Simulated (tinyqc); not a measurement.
Worked calculation: donor in an ellipsoidal valley (Kohn-Luttinger variational method). Computed by tinyqc, a small Python program that keeps every step. Command: `OMP_NUM_THREADS=1 python tinyqc.py 3030791 3030792 out.jsonl kohnlutt walk`. One thread of a shared host (Intel(R) Xeon(R) Processor @ 2.30GHz), about 0.04 s of CPU time with the checks. Intermediate numbers are printed to about 6 digits and carried at full precision; extremes and crossings named in words are read from the listed rows.

H = -(d^2/dx^2 + d^2/dy^2) - gamma d^2/dz^2 - 2/r in units built on m_t, with gamma = m_t/m_l and z along the valley axis. One valley; no valley-orbit or central-cell term.

Inputs (values chosen for the exercise, modelled on silicon):

| quantity | value | unit |
|---|---|---|
| transverse mass m_t | 0.186 | m_0 |
| longitudinal mass m_l | 0.92 | m_0 |
| dielectric constant eps | 11.5 | - |
| trial ratio b/a | 0.62 | - |
| observed depth chosen for 1s | 48.7 | meV |

Constants: Ry = 13.605693123 eV; a_0 = 0.529177210903 angstrom; h x 1 THz = 4.135667696 meV.

## Effective units

Ry* = Ry m_t/eps^2, a* = a_0 eps/m_t, gamma = m_t/m_l.

Ry* = 19.1354 meV

a* = 32.7179 angstrom

gamma = 0.202174

## Energy at a trial ratio

Trial function exp(-sqrt((x^2 + y^2)/a^2 + z^2/b^2)) with beta = b/a < 1: E = t/a^2 - u/a, t = (2 + gamma/beta^2)/3, u = 2 arcsin(sqrt(1 - beta^2))/sqrt(1 - beta^2); the best a is 2 t/u and E(beta) = -u^2/(4 t).

t = 0.841982

u = 2.29939

best a = 0.732352 a*

E(beta) = -1.56987 Ry*

## Minimum over the ratio

Golden-section search on beta from 0.05 to 0.999, 60 steps.

Search, first ten steps; c and d are the inner points:

| step | low | high | c | E(c) (Ry*) | d | E(d) (Ry*) |
|---|---|---|---|---|---|---|
| 1 | 0.050000 | 0.999000 | 0.412486 | -1.48814 | 0.636514 | -1.56576 |
| 2 | 0.412486 | 0.999000 | 0.636514 | -1.56576 | 0.774971 | -1.50444 |
| 3 | 0.412486 | 0.774971 | 0.550943 | -1.57491 | 0.636514 | -1.56576 |
| 4 | 0.412486 | 0.636514 | 0.498057 | -1.56089 | 0.550943 | -1.57491 |
| 5 | 0.498057 | 0.636514 | 0.550943 | -1.57491 | 0.583628 | -1.57525 |
| 6 | 0.550943 | 0.636514 | 0.583628 | -1.57525 | 0.603829 | -1.57293 |
| 7 | 0.550943 | 0.603829 | 0.571144 | -1.57576 | 0.583628 | -1.57525 |
| 8 | 0.550943 | 0.583628 | 0.563428 | -1.57569 | 0.571144 | -1.57576 |
| 9 | 0.563428 | 0.583628 | 0.571144 | -1.57576 | 0.575912 | -1.57565 |
| 10 | 0.563428 | 0.575912 | 0.568196 | -1.57577 | 0.571144 | -1.57576 |

best beta = 0.569060

radius a of the 1s trial function = 24.3774 angstrom

radius b of the 1s trial function = 13.8722 angstrom

1s binding energy, trial function = 30.1530 meV

The envelope is flattened along the heavy axis; beta is close to gamma^(1/3) = 0.587.

## Levels from a Gaussian basis

Gaussian basis: g = P exp(-al (x^2 + y^2) - be z^2) with P = 1 (s-like), z (2p0) or x (2p+-); al = 0.004 x 2.6^k, k = 0..11, and be/al = 1, gamma^(-1/2) or 1/gamma (36 functions); 1/r = (2/sqrt(pi)) int exp(-t^2 r^2) dt by 48 Gauss-Legendre points after t = sqrt(al_i + al_j) tan(theta); overlap eigenvalues below 1e-10 are dropped.

1s binding energy, Gaussian basis = 30.1952 meV

2p0 binding energy = 11.1686 meV

2p+- binding energy = 6.16314 meV

The two-parameter trial function recovers 99.86 % of the 1s binding of the larger basis. 2p0, with its lobes along the heavy axis, is bound 1.81 times as strongly as 2p+-.

## Optical lines and the chemical shift

With an observed depth of 1s, the lines are 1s -> 2p0 = depth - E(2p0) and 1s -> 2p+- = depth - E(2p+-); the chemical shift is depth - E(1s, Gaussian basis); 1 meV = 1 THz/4.135667696.

line 1s -> 2p0 = 37.5314 meV

line 1s -> 2p+- = 42.5369 meV

chemical shift = 18.5048 meV

frequency of the line 1s -> 2p+- = 10.2854 THz

The spacing of the two lines, 5.005 meV, does not depend on the depth, so it is the same for every donor in this host.

## Which single mass stands for the valley

A hydrogenic level is Ry m/eps^2 for one mass m; errors are against the Gaussian basis.

1s binding energy:

| rule | mass (m_0) | binding (meV) | error (%) |
|---|---|---|---|
| transverse mass | 0.186000 | 19.1354 | -36.628 |
| conductivity mass 3/(2/m_t + 1/m_l) | 0.253386 | 26.0680 | -13.668 |
| density-of-states mass (m_t^2 m_l)^(1/3) | 0.316911 | 32.6034 | 7.976 |
| longitudinal mass | 0.920000 | 94.6483 | 213.455 |
| trial function with a and b | - | 30.1530 | -0.140 |
| mass that fits 1s | 0.293503 | 30.1952 | 0.000 |

The conductivity mass, which is what a spherical trial function (a = b) gives, falls short by 13.7 %, as a restricted variational bound must; the density-of-states mass is off by +8.0 %. The mass that fits lies between the two.

## Levels against anisotropy

The trial energy is minimised over beta by golden section from 0.05 to 0.999, 60 steps.

Binding energies (Ry*):

| gamma | 1s, trial | 1s, Gaussians | 2p0 | 2p+- |
|---|---|---|---|---|
| 0.051 | 2.08266 | 2.09411 | 1.01708 | 0.367862 |
| 0.100 | 1.83868 | 1.84446 | 0.79051 | 0.347506 |
| 0.200 | 1.57982 | 1.58206 | 0.58657 | 0.322503 |
| 0.300 | 1.42834 | 1.42940 | 0.48335 | 0.306003 |
| 0.350 | 1.37126 | 1.37202 | 0.44738 | 0.299385 |
| 0.590 | 1.18191 | 1.18204 | 0.33899 | 0.275674 |
| 0.850 | 1.05478 | 1.05477 | 0.27529 | 0.258058 |

As gamma falls from 0.85 to 0.051, 1s deepens from 1.055 to 2.094 Ry*, on the way from the hydrogen value 1 to the two-dimensional limit 4; 2p+- moves from 0.258 to 0.368 (limits 1/4 and 4/9), while 2p0 climbs from 0.275 to 1.017 and joins 1s as gamma tends to 0. Near gamma = 1 the trial function is almost exact and can pass the Gaussian basis, whose own error is about 3e-5 Ry*.

Checks made by the program: the Gaussian basis at gamma = 1 against 1, 1/4 and 1/4 Ry* (relative difference 3e-05); trial function against Gaussian basis (relative difference 1e-03).
